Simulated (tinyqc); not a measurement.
On-chip interconnect, size-dependent resistivity and RC delay: two steps of the calculation.

A rectangular line between two neighbours and two ground planes. Surface and grain-boundary scattering are added to the bulk resistivity as corrections; capacitances are parallel-plate values without fringing; inductance is ignored.

Inputs (values chosen for the exercise); metal values close to those of copper:

| symbol | value | unit | meaning |
|---|---|---|---|
| rho0 | 1.71 | uohm cm | bulk resistivity |
| lam | 39.2 | nm | bulk mean free path |
| ps | 0 |  | specular share of surface scattering |
| Rg | 0.41 |  | reflection coefficient of grain boundaries |
| gr | 1 |  | grain size over the metal width |
| wd | 17 | nm | drawn line width |
| AR | 2.5 |  | aspect ratio, height over width |
| tl | 2.8 | nm | liner on both walls and the bottom, not conducting |
| sp | 34 | nm | space to the neighbouring lines |
| hd | 38 | nm | dielectric height to the planes above and below |
| ek | 3 |  | relative permittivity of the dielectric |
| Mf | 2 |  | Miller factor of the neighbours |
| Lw | 26 | um | line length |
| Rd | 1400 | ohm | driver resistance |
| Cl | 0.51 | fF | load capacitance |

Constants: eps0 = 8.8541878128e-12 F/m. Results are converted to the units shown.

Task 1. Resistivity, resistance and capacitance per length. Metal width x = wd - 2 tl, height y = AR wd - tl; grain boundaries (Mayadas-Shatzkes): al = (lam/(gr x)) Rg/(1 - Rg), g = 1/[1 - 3 al/2 + 3 al^2 - 3 al^3 ln(1 + 1/al)] - 1; surfaces (Fuchs-Sondheimer, thick limit): s = (3/8) lam (1 - ps)(1/x + 1/y); rho = rho0 (1 + g + s); r = rho/(x y); c = eps0 ek (2 wd/hd + 2 Mf AR wd/sp).

Wanted: x; y; al; g; s; rho; r; c.

Result 1.

x = 11.400 nm
y = 39.700 nm
al = 2.3895
g = 3.2409
s = 1.6598
rho = 10.090 uohm cm
r = 222.95 ohm/um
c = 0.15658 fF/um

Task 2. Ladder and Elmore delays. 4 equal pi sections: series Rs = r Lw/4; node capacitances c Lw/4, halved at nodes 0 and 4, with Cl added to node 4; Rd feeds node 0. Elmore delay of node k: the sum, over the resistors on the path to k, of resistance times all capacitance downstream of it.

r = 222.94550 ohm/um
c = 0.15657932 fF/um

Wanted: Rs; C; Elmore delay.

Result 2.

Rs = 1449.1 ohm

```
node,C (fF),Elmore delay (ps)
0,0.50888,6.4135
1,1.0178,12.315
2,1.0178,16.741
3,1.0178,19.692
4,1.0189,21.169
```

The far-end value equals Rd (c Lw + Cl) + r Lw (c Lw/2 + Cl) for any number of pi sections; the line resistance contributes 69.7 % of it.

Range of the model: The metal width is under the mean free path, where the thick-limit surface term and the simple sum of corrections lose accuracy.

Program tinyqc, `OMP_NUM_THREADS=1 python tinyqc.py 2100167 2100168 out.jsonl`; Intel Xeon 2.30GHz, shared host, one thread, about 0.01 s.
